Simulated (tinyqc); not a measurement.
## Schottky barrier on an n-type semiconductor with a surface-enhanced doping, non-linear Poisson equation by Newton steps: Capacitance-voltage profiling

One dimension, metal at x = 0, donor density C(x) = Nd + N0 exp(-x/Ls). Energies are counted from the electron Fermi level of the semiconductor and the conduction-band edge is Ec = -psi, so n = Nc exp(psi/Vt); holes follow the Fermi level of the metal, at -V, so p = Nv exp((V - psi - Eg)/Vt). Ends: psi(0) = V - phiB and psi = Vt ln(Nd/Nc) deep inside. Boltzmann statistics, full ionisation, no current, no image force in the Poisson equation.

The Poisson equation d/dx(eps0 eps_r dpsi/dx) = -q (p - n + C) is solved on a mesh of about 1000 nodes or more that ends in neutral material. C_s = q d/dV of the integral of n over x, from the linearised equation. Probed depth w = eps0 eps_r/C_s; apparent doping N_app = C_s^3/(q eps0 eps_r dC_s/dV), the derivative by central differences over +/- 0.02 V.

Parameters, values chosen for the exercise; band and dielectric values close to those of gallium phosphide:
- T = 250 K (temperature)
- Eg = 2.28 eV (band gap)
- eps_r = 11 (relative permittivity)
- Nc = 1.35e19 cm^-3 (conduction-band density of states at T)
- Nv = 1.45e19 cm^-3 (valence-band density of states at T)
- Nd = 2.9e16 cm^-3 (donor density deep in the semiconductor)
- phiB = 1.16 eV (barrier height)
- N0 = 9.9e16 cm^-3 (extra donor density at the surface)
- Ls = 75 nm (decay length)

Constants: q = 1.602176634e-19 C, kB = 1.380649e-23 J/K, Vt = kB T/q, eps0 = 8.8541878128e-14 F/cm where lengths are in cm. Results are converted to the units shown.

Result of one run:
```
C_s (nF/cm^2)  w (nm)  N_app (cm^-3)  true C(w) (cm^-3)  |E_0| (kV/cm)
23.4              415        2.94e16            2.94e16            320
```

Which bias of the metal against the semiconductor V gave this result: 0, -3.5, -4, -4.5 or -5 V?

V = -4 V.

The whole series:
```
V (V)  C_s (nF/cm^2)  w (nm)  N_app (cm^-3)  true C(w) (cm^-3)  |E_0| (kV/cm)
0               67.2     145        4.38e16            4.33e16            173
-0.5            51.2     190        3.72e16            3.68e16            203
-1              42.2     231        3.38e16            3.35e16            226
-1.5            36.3     268        3.19e16            3.18e16            246
-2              32.2     302        3.09e16            3.08e16            264
-2.5            29.2     333        3.02e16            3.02e16            280
-3              26.9     363        2.98e16            2.98e16            294
-3.5            25.0     390        2.96e16            2.95e16            307
-4              23.4     415        2.94e16            2.94e16            320
-4.5            22.2     440        2.93e16            2.93e16            331
-5              21.1     463        2.92e16            2.92e16            343
```

C_s falls from 67.2 to 21.1 nF/cm^2 while the probed depth goes from 145 to 463 nm. The apparent doping falls from 4.38e16 to 2.92e16 cm^-3. It departs most from the true doping at that depth for V = 0 V, where it is 1.1 % above it; so the doping is read well over the depths probed.

Computed by the program tinyqc: `OMP_NUM_THREADS=1 python tinyqc.py 2020095 2020096 out.jsonl`, one thread of a shared Intel Xeon 2.30GHz, about 0.1 s for the whole run.
